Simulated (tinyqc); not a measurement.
Permeation of metal atoms or ions through a thin barrier or dielectric: time lag, field-aided drift and lifetime. Changing the critical dose Q_c. Computed by tinyqc, a small Python program. Command: `OMP_NUM_THREADS=1 python tinyqc.py 3019991 3019992 out.jsonl barrier sweep`. One thread of a shared host (Intel(R) Xeon(R) Processor @ 2.30GHz), about 0.03 s of CPU time with the checks.

The film 0 < x < d is empty at first; C = C0 at x = 0 and C = 0 at x = d. dC/dt = D d2C/dx2 - v dC/dx with drift v = D z e V/(k_B T d) (uniform field, no space charge).

Inputs (values chosen for the exercise, for a model case: singly charged ions through a dielectric):
```
quantity                                   value    unit
thickness d                                   25      nm
prefactor D0                             0.00012  cm^2/s
activation energy E                         0.96      eV
concentration at the source side C0      1.3e+15  1/cm^3
charge number z                                1       -
voltage V (positive drives ions across)     0.53       V
test temperature T                           225       C
use temperature T_u                          100       C
```

Constants: k_B = 8.617333262e-05 eV/K.

Method:
- D = D0 exp(-E/(k_B T)); time scale d^2/D; Peclet number P = z V/(k_B T), k_B T in eV; 1 nm = 1e-7 cm.
- Temperatures in kelvin are T(C) + 273.15.
- Steady flux J = (D C0/d) P/(1 - exp(-P)); time lag in units of d^2/D: s_L = [P (1 + exp(-P))/(1 - exp(-P)) - 2]/P^2 (P = 0: J = D C0/d, s_L = 1/6).
- Dose through the film Q(s) = C0 d {f (s - s_L) - 2 exp(P/2) sum_(n=1..200) (-1)^n n^2 pi^2 exp(-l_n s)/l_n^2}, l_n = n^2 pi^2 + P^2/4, f = P/(1 - exp(-P)) the relative flux.
- Solve Q = Q_c for s. At the use temperature D and P take T_u, with the same C0 and V; 1 year = 3.15576e7 s.

One run for each value:
```
critical dose Q_c (1/cm^2)  failure time at T (s)  s at the critical dose  failure time at T_u (years)
3.00e+05                                6.412e+00               2.388e-02                      0.00032
3.00e+06                                8.069e+00               3.005e-02                      0.00040
3.00e+07                                1.088e+01               4.053e-02                      0.00052
3.00e+08                                1.683e+01               6.266e-02                      0.00077
3.00e+09                                3.821e+01               1.423e-01                      0.00167
3.00e+10                                2.190e+02               8.155e-01                      0.00936
3.00e+11                                2.026e+03               7.544e+00                      0.08624
```

What does the table show?

Over the rows, failure time at T (s) rises from 6.41 to 2030 (exponent d ln y / d ln x 0.100 between the first rows and 0.97 between the last); s at the critical dose rises from 0.0239 to 7.54 (exponent d ln y / d ln x 0.100 between the first rows and 0.97 between the last); failure time at T_u (years) rises from 3.20e-4 to 0.0862 (exponent d ln y / d ln x 0.091 between the first rows and 0.96 between the last).

Caution (all rows): grain boundaries, pinholes, trapping and space charge are left out; thin real barriers usually fail at defects.
